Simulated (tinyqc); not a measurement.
Inside a calculation. Method: Pariser-Parr-Pople SCF with singles CI, for the molecule c1ccc2cccc-2cc1 (SMILES; centres numbered as the heavy atoms are written). One step of it, computed by the program tinyqc.

Question. PPP integrals. Ohno: gamma = 14.399645/sqrt(R^2 + a^2), a = 2 x 14.399645/(gamma_rr + gamma_ss); H_rr = -W_r - sum_(s != r) z_s gamma_rs; H_rs = beta for bonds.

Centres (angstrom, eV; a flat drawing with bonds scaled to 1.40 angstrom):
```
centre          x          y  core charge z          W   gamma_rr
1C       2.531000   0.000000              1  11.160000  11.970000
2C       1.924000   1.261000              1  11.160000  11.970000
3C       0.559000   1.573000              1  11.160000  11.970000
4C      -0.536000   0.700000              1  11.160000  11.970000
5C      -1.867000   1.133000              1  11.160000  11.970000
6C      -2.690000   0.000000              1  11.160000  11.970000
7C      -1.867000  -1.133000              1  11.160000  11.970000
8C      -0.536000  -0.700000              1  11.160000  11.970000
9C       0.559000  -1.573000              1  11.160000  11.970000
10C      1.924000  -1.261000              1  11.160000  11.970000
```

Resonance integrals (eV):
```
i    j       beta
1    2  -2.390000
2    3  -2.390000
3    4  -2.390000
4    5  -2.390000
5    6  -2.390000
6    7  -2.390000
7    8  -2.390000
8    9  -2.390000
9   10  -2.390000
10   1  -2.390000
8    4  -2.390000
```

Give: repulsion gamma_rs; core matrix H.

Answer.

repulsion gamma_rs (eV), order 1C, 2C, 3C, 4C, 5C, 6C, 7C, 8C, 9C, 10C:
```
[[11.970, 7.803, 5.153, 4.275, 3.065, 2.688, 3.065, 4.275, 5.153, 7.803],
 [7.803, 11.970, 7.800, 5.151, 3.619, 2.920, 3.102, 4.275, 4.276, 5.153],
 [5.153, 7.800, 11.970, 7.800, 5.249, 3.784, 3.761, 5.152, 4.275, 4.276],
 [4.275, 5.151, 7.800, 11.970, 7.802, 5.615, 5.614, 7.801, 5.152, 4.275],
 [3.065, 3.619, 5.249, 7.802, 11.970, 7.800, 5.613, 5.614, 3.761, 3.102],
 [2.688, 2.920, 3.784, 5.615, 7.800, 11.970, 7.800, 5.615, 3.784, 2.920],
 [3.065, 3.102, 3.761, 5.614, 5.613, 7.800, 11.970, 7.802, 5.249, 3.619],
 [4.275, 4.275, 5.152, 7.801, 5.614, 5.615, 7.802, 11.970, 7.800, 5.151],
 [5.153, 4.276, 4.275, 5.152, 3.761, 3.784, 5.249, 7.800, 11.970, 7.800],
 [7.803, 5.153, 4.276, 4.275, 3.102, 2.920, 3.619, 5.151, 7.800, 11.970]]
```

core matrix H (eV), order 1C, 2C, 3C, 4C, 5C, 6C, 7C, 8C, 9C, 10C:
```
[[-54.439, -2.390, 0.000, 0.000, 0.000, 0.000, 0.000, 0.000, 0.000, -2.390],
 [-2.390, -55.259, -2.390, 0.000, 0.000, 0.000, 0.000, 0.000, 0.000, 0.000],
 [0.000, -2.390, -58.410, -2.390, 0.000, 0.000, 0.000, 0.000, 0.000, 0.000],
 [0.000, 0.000, -2.390, -64.646, -2.390, 0.000, 0.000, -2.390, 0.000, 0.000],
 [0.000, 0.000, 0.000, -2.390, -56.785, -2.390, 0.000, 0.000, 0.000, 0.000],
 [0.000, 0.000, 0.000, 0.000, -2.390, -54.085, -2.390, 0.000, 0.000, 0.000],
 [0.000, 0.000, 0.000, 0.000, 0.000, -2.390, -56.785, -2.390, 0.000, 0.000],
 [0.000, 0.000, 0.000, -2.390, 0.000, 0.000, -2.390, -64.646, -2.390, 0.000],
 [0.000, 0.000, 0.000, 0.000, 0.000, 0.000, 0.000, -2.390, -58.410, -2.390],
 [-2.390, 0.000, 0.000, 0.000, 0.000, 0.000, 0.000, 0.000, -2.390, -55.259]]
```
